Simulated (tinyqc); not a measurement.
Which input was changed? Model: Deal-Grove kinetics of thermal oxidation of silicon. Computed by tinyqc, a small Python program. Command: `OMP_NUM_THREADS=1 python tinyqc.py 3000684 3000685 out.jsonl oxide which`. One thread of a shared host (Intel(R) Xeon(R) Processor @ 2.30GHz), about 1 s of CPU time with the checks.

Oxidant diffuses through the oxide and reacts at the interface, so that dx/dt = B/(A + 2x) for the oxide thickness x.

Inputs (values chosen for the exercise, close to those used for silicon):

| quantity | value | unit |
|---|---|---|
| prefactor B0 | 847 | um^2/h |
| activation energy E_B | 1.22 | eV |
| prefactor (B/A)0 | 3.71e+06 | um/h |
| activation energy E_A | 2.02 | eV |
| temperature T | 1150 | C |
| oxidant pressure p | 1 | atm |
| pressure exponent m of B/A | 0.74 | - |
| initial oxide x_i | 0.01 | um |
| time t | 0.67 | h |
| temperature of step 2, T2 | 1050 | C |
| time of step 2, t2 | 0.27 | h |

Ambient: dry oxygen. Surface: (100). Extension: second step.

Constants: k_B = 8.617333262e-05 eV/K.

Method:
- B = B0 p exp(-E_B/(k_B T)), B/A = (B/A)0 p^m exp(-E_A/(k_B T)), p in atm; A = B/(B/A).
- Temperatures in kelvin are T(C) + 273.15.
- tau = (x_i^2 + A x_i)/B and x = (A/2) [sqrt(1 + 4 B (t + tau)/A^2) - 1], the root of x^2 + A x = B (t + tau).
- Silicon consumed is 0.44 times the oxide grown; the rate is B/(A + 2x).
- Step 2 starts from the thickness x of step 1, with B and A at T2: tau2 = (x^2 + A2 x)/B2 and x2 = (A2/2) [sqrt(1 + 4 B2 (t2 + tau2)/A2^2) - 1].

Problem. One of these inputs alone was changed, within the range given: prefactor B0 (423.5 to 1694); prefactor (B/A)0 (1.855e+06 to 7.42e+06); activation energy E_A (1.6 to 2.4); temperature T (700 to 1250). Which one, and to what value?

Results:

| run | final growth rate (um/h) | thickness after both steps x2 (um) | oxide thickness x (um) |
|---|---|---|---|
| before | 0.1085157 | 0.1195965 | 0.1089203 |
| after | 0.1027139 | 0.1150043 | 0.1047941 |

Solution.

Each candidate set to reproduce final growth rate, and what it then gives:

| candidate | range searched | value needed | thickness after both steps x2 (um) | oxide thickness x (um) |
|---|---|---|---|---|
| prefactor B0 (um^2/h) | 423.5 to 1694 | 743.0 | 0.11500 | 0.10479 |
| prefactor (B/A)0 (um/h) | 1.855e+06 to 7.42e+06 | 2.932e6 | 0.10857 | 0.09883 |
| activation energy E_A (eV) | 1.6 to 2.4 | 2.049 | 0.10846 | 0.09883 |
| temperature T (C) | 700 to 1250 | 1140 | 0.11280 | 0.10181 |

Only prefactor B0 fits every result: it went from 847 to 743 um^2/h. The next best candidate, temperature T, misses one result by 2.9 %.

Caution: dry oxides grow faster than Deal-Grove predicts below about 0.03 um, so a start from a thinner film underestimates the thickness (a common remedy is x_i = 0.025 um).
